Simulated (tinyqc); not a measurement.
Schottky diode by the thermionic emission-diffusion theory: two steps of the calculation.

Metal on an n-type semiconductor with one parabolic valley; V > 0 is forward bias (metal positive). The band bends as a parabola over the depletion layer, by Vd = Vbi - V; no image force. Carriers drift and diffuse up to the interface and leave it with the velocity vR.

Inputs (values chosen for the exercise); band and dielectric values close to those of gallium nitride: temperature T = 400 K; electron mass me = 0.201 m0; relative permittivity eps_r = 9.44; electron mobility mun = 300 cm^2/(V s); barrier height seen from the metal phi = 1.13 eV; donor density Nd = 1.4e15 cm^-3; bias V = 0.4 V.

Constants: q = 1.602176634e-19 C, kB = 1.380649e-23 J/K, h = 6.62607015e-34 J s, m0 = 9.1093837015e-31 kg, Vt = kB T/q, eps0 = 8.8541878128e-14 F/cm where lengths are in cm. Results are converted to the units shown.

Question 1. Emission velocity. A* = 4 pi q me m0 kB^2/h^3 (times 1e-4 for A/(cm^2 K^2)); Nc = 2 (2 pi me m0 kB T/h^2)^1.5 (times 1e-6 for cm^-3); Vbi = phi - Vt ln(Nc/Nd); vR = A* T^2/(q Nc).

Wanted: A*; Nc; Vbi; vR.

Answer 1.

A* = 24.15 A/(cm^2 K^2)
Nc = 3.482e18 cm^-3
Vbi = 0.8605 V
vR = 6.928e6 cm/s

vR equals sqrt(kB T/(2 pi me m0)).

Question 2. Diffusion velocity. LD = sqrt(eps0 eps_r Vt/(q Nd)), a = sqrt((Vbi - V)/Vt), D(a) = exp(-a^2) int_0^a exp(s^2) ds (Dawson), vD = mun Vt/(sqrt(2) LD D(a)). For large a, vD tends to mun times the surface field sqrt(2 q Nd (Vbi - V)/(eps0 eps_r)).

Vbi = 0.86049241 V

Give: LD; a; D(a); vD; mun times the surface field.

Answer 2.

LD = 113.3 nm
a = 3.655
D(a) = 0.1426
vD = 4.523e6 cm/s
mun times the surface field = 4.716e6 cm/s

Numbers from tinyqc (`OMP_NUM_THREADS=1 python tinyqc.py 2640166 2640167 out.jsonl`; about 0.01 s on one thread of a shared Intel Xeon 2.30GHz).
